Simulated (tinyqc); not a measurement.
Inside a calculation. Model: a finite superlattice with mass mismatch, transfer matrices.

Numbers from tinyqc (`OMP_NUM_THREADS=1 python tinyqc.py 2560014 2560015 out.jsonl`; about 0.01 s on one thread of a shared Intel Xeon 2.30GHz). Printed values are rounded.

One electron of energy E comes from the left lead (band edge 0); no transverse momentum. Parabolic bands, masses in units of m0, C = hbar^2/(2 m0); psi and psi'/m are continuous at every interface. N periods of a barrier d1 followed by a well Lw; the right lead equals the left one.

Inputs (values chosen for the exercise); masses and offsets of a made-up heterostructure: mass in the left lead mL = 0.053 m0; barrier height U1 = 0.51 eV; barrier mass m1 = 0.07 m0; barrier width d1 = 0.8 nm; well width (edge 0, mass mL) Lw = 3.7 nm; number of periods N = 5; electron energy E = 0.564 eV.

Constants: q = 1.602176634e-19 C, hbar = 1.054571817e-34 J s, m0 = 9.1093837015e-31 kg, hbar^2/(2 m0) = 0.0380998212 eV nm^2. Results are converted to the units shown.

Range of the model: Masses are held fixed, although real bands cease to be parabolic a few tenths of an eV from their edges (inside a barrier too).

## Wave numbers

k = sqrt(m (E - U)/C) where E > U, K = sqrt(m (U - E)/C) where E < U; v = k/m in the leads.

Layers:
```
   U (eV)  m (m0)  d (nm)  k or K (1/nm)  which
1    0.51    0.07     0.8       0.314981      k
2       0   0.053     3.7       0.885760      k
```

vL = 16.7125 1/nm
vR = 16.7125 1/nm

## Matrices of the layers

For the pair (psi, psi'/m) a flat layer has M = [[cos kd, (m/k) sin kd], [-(k/m) sin kd, cos kd]] with k = sqrt(m (E - U)/C) above its edge U, and M = [[cosh Kd, (m/K) sinh Kd], [(K/m) sinh Kd, cosh Kd]] with K = sqrt(m (U - E)/C) below it. M12 is in nm, M21 in 1/nm.

M of layer 1:
```
          1          2
1  0.968419  0.0554092
2  -1.12190   0.968419
```

M of layer 2:
```
           1            2
1  -0.990804  -0.00809592
2    2.26124    -0.990804
```

## Product of the matrices

The matrix of the later layer stands to the left: M = M_n ... M_2 M_1; det M = 1.

M of one period:
```
           1           2
1  -0.950431  -0.0627400
2    3.30141   -0.834221
```

## N periods by the Chebyshev identity

x = (M11 + M22)/2 of one period. For |x| < 1 the energy lies in a miniband and cos(th) = x; for |x| > 1 it lies in a gap and cosh(g) = |x|. M^N = U_(N-1)(x) M - U_(N-2)(x) 1, with U_n = sin((n + 1) th)/sin th in a band and sign(x)^n sinh((n + 1) g)/sinh g in a gap.

x = -0.892326
th (rad) = 2.67327
U_(N-1) = 1.58917
U_(N-2) = -2.11478

M^N:
```
          1           2
1  0.604388  -0.0997042
2   5.24649    0.789066
```

The energy lies in a miniband.

## Transmission and reflection

The matrix M carries (psi, psi'/m) across the stack, and v = k/m in each lead. psi = 1 + r at the left edge (incident amplitude 1) and t at the right edge. With det M = 1, a = i vR M11 - M21 and b = -vL vR M12 - i vL M22: t = 2 i vL/(a - b), r = -(a + b)/(a - b), T(E) = (vR/vL) |t|^2, R(E) = |r|^2.

t = 0.475337-0.675498i
r = 0.500655+0.259042i
T(E) = 0.682242
R(E) = 0.317758

T(E) + R(E) = 1: the current is conserved.
